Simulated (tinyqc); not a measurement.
Inside a calculation. Method: sp3 tight binding, zinc-blende lattice. Computed by tinyqc, a small Python program that keeps every step. Command: `OMP_NUM_THREADS=1 python tinyqc.py 22543 22544 out.jsonl` (the two numbers bound the seeds that draw the settings). One thread of a shared host (Intel(R) Xeon(R) Processor @ 2.60GHz), about 0.01 s of CPU time with the checks.

## Bloch Hamiltonian at k

Parameters chosen for this model: zinc-blende lattice, anion at 0, cation at a/4 (1,1,1); V = eta hbar^2 / (m d^2), hbar^2/m = 7.619964 eV angstrom^2:
```
parameter,value,unit
a,4.060000,angstrom
d,1.758032,angstrom
Es anion,-14.710000,eV
Ep anion,-7.730000,eV
Es cation,-9.860000,eV
Ep cation,-5.190000,eV
eta ss,-1.400000,
eta sp,1.840000,
eta pp sigma,3.240000,
eta pp pi,-0.810000,
V ss,-3.451657,eV
V sp,4.536463,eV
V pp sigma,7.988120,eV
V pp pi,-1.997030,eV
```

k point k (2 pi / a): -0.57000  0.55000  -0.05000

Slater-Koster rules over the four bonds with direction cosines (l, m, n): ss V_ss; s-px l V_sp; px-s -l V_sp; px-px l^2 V_pps + (1 - l^2) V_ppp; px-py l m (V_pps - V_ppp); each times exp(i k.d).

H(k) at k (eV):
```
,a s,a px,a py,a pz,c s,c px,c py,c pz
a s,-14.71000,0.00000,0.00000,0.00000,-5.58907+0.64285i,0.39080-5.29364i,-0.41662+4.96558i,6.19806-0.33377i
a px,0.00000,-7.73000,0.00000,0.00000,-0.39080+5.29364i,2.15579-0.24796i,7.87648-0.42416i,-0.52944+6.31025i
a py,0.00000,0.00000,-7.73000,0.00000,0.41662-4.96558i,7.87648-0.42416i,2.15579-0.24796i,0.49663-6.72715i
a pz,0.00000,0.00000,0.00000,-7.73000,-6.19806+0.33377i,-0.52944+6.31025i,0.49663-6.72715i,2.15579-0.24796i
c s,-5.58907-0.64285i,-0.39080-5.29364i,0.41662+4.96558i,-6.19806-0.33377i,-9.86000,0.00000,0.00000,0.00000
c px,0.39080+5.29364i,2.15579+0.24796i,7.87648+0.42416i,-0.52944-6.31025i,0.00000,-5.19000,0.00000,0.00000
c py,-0.41662-4.96558i,7.87648+0.42416i,2.15579+0.24796i,0.49663+6.72715i,0.00000,0.00000,-5.19000,0.00000
c pz,6.19806+0.33377i,-0.52944-6.31025i,0.49663+6.72715i,2.15579+0.24796i,0.00000,0.00000,0.00000,-5.19000
```

## Levels at k

Diagonalise the Hermitian matrix.

eigenvalues (eV): -23.18334  -19.70022  -18.53854  -16.60209  0.40745  3.30196  3.70869  7.27609

weights |c|^2 of the basis functions:
```
,band 1,band 2,band 3,band 4,band 5,band 6,band 7,band 8
a s,0.50750,0.14723,0.02382,0.00016,0.24765,0.05641,0.00345,0.01379
a px,0.05369,0.16583,0.03353,0.28529,0.01281,0.15664,0.14274,0.14948
a py,0.05084,0.17681,0.03652,0.27711,0.00897,0.02190,0.27452,0.15333
a pz,0.00431,0.08216,0.42086,0.00000,0.13394,0.20458,0.01707,0.13707
c s,0.19723,0.08362,0.23132,0.00042,0.35790,0.10341,0.00613,0.01996
c px,0.09238,0.02142,0.08471,0.22166,0.02049,0.20110,0.18361,0.17464
c py,0.08758,0.02402,0.09840,0.21529,0.01433,0.02811,0.35315,0.17913
c pz,0.00646,0.29893,0.07084,0.00007,0.20391,0.22785,0.01933,0.17261
```

## Bloch Hamiltonian at X

k point X (2 pi / a): 1  0  0

As before.

H(k) at X (eV):
```
,a s,a px,a py,a pz,c s,c px,c py,c pz
a s,-14.71000,0.00000,0.00000,0.00000,0.00000,0.00000+10.47651i,0.00000,0.00000
a px,0.00000,-7.73000,0.00000,0.00000,0.00000-10.47651i,0.00000,0.00000,0.00000
a py,0.00000,0.00000,-7.73000,0.00000,0.00000,0.00000,0.00000,0.00000+13.31353i
a pz,0.00000,0.00000,0.00000,-7.73000,0.00000,0.00000,0.00000+13.31353i,0.00000
c s,0.00000,0.00000+10.47651i,0.00000,0.00000,-9.86000,0.00000,0.00000,0.00000
c px,0.00000-10.47651i,0.00000,0.00000,0.00000,0.00000,-5.19000,0.00000,0.00000
c py,0.00000,0.00000,0.00000,0.00000-13.31353i,0.00000,0.00000,-5.19000,0.00000
c pz,0.00000,0.00000,0.00000-13.31353i,0.00000,0.00000,0.00000,0.00000,-5.19000
```

## Levels at X

As before.

eigenvalues (eV): -21.45717  -19.83397  -19.83397  -19.32551  1.55717  1.73551  6.91397  6.91397

## Bands along a path

The same steps at evenly spaced points between the labelled ones.

Bands along the path (eV):
```
k,band 1,band 2,band 3,band 4,band 5,band 6,band 7,band 8
L,-23.07660,-21.56056,-15.86561,-15.86561,-0.22301,2.94561,2.94561,7.37017
L-G 0.25,-24.10106,-19.91505,-15.39865,-15.39865,-0.03274,2.47865,2.47865,6.55886
L-G 0.50,-25.24520,-16.98162,-14.15540,-14.15540,0.35680,1.23540,1.23540,4.38002
L-G 0.75,-26.02381,-13.70456,-12.66798,-12.66798,-0.25202,-0.25202,0.12776,2.11061
G,-26.30297,-11.93475,-11.93475,-11.93475,-0.98525,-0.98525,-0.98525,1.73297
G-X 0.25,-25.92446,-13.65565,-13.65565,-12.73564,-0.72943,0.73565,0.73565,1.89953
G-X 0.50,-24.80563,-16.67851,-16.67851,-14.79290,-0.04536,2.15389,3.75851,3.75851
G-X 0.75,-23.04154,-18.99230,-18.99230,-17.40840,0.83933,2.12061,6.07230,6.07230
X,-21.45717,-19.83397,-19.83397,-19.32551,1.55717,1.73551,6.91397,6.91397
X-W 0.25,-21.45717,-19.83397,-19.83397,-19.32551,1.55717,1.73551,6.91397,6.91397
X-W 0.50,-21.45717,-19.83397,-19.83397,-19.32551,1.55717,1.73551,6.91397,6.91397
X-W 0.75,-21.45717,-19.83397,-19.83397,-19.32551,1.55717,1.73551,6.91397,6.91397
W,-21.45717,-19.83397,-19.83397,-19.32551,1.55717,1.73551,6.91397,6.91397
```

With 4 band(s) filled, the highest filled level on these points lies at G and the lowest empty one at G: a gap of 10.9495 eV, direct.
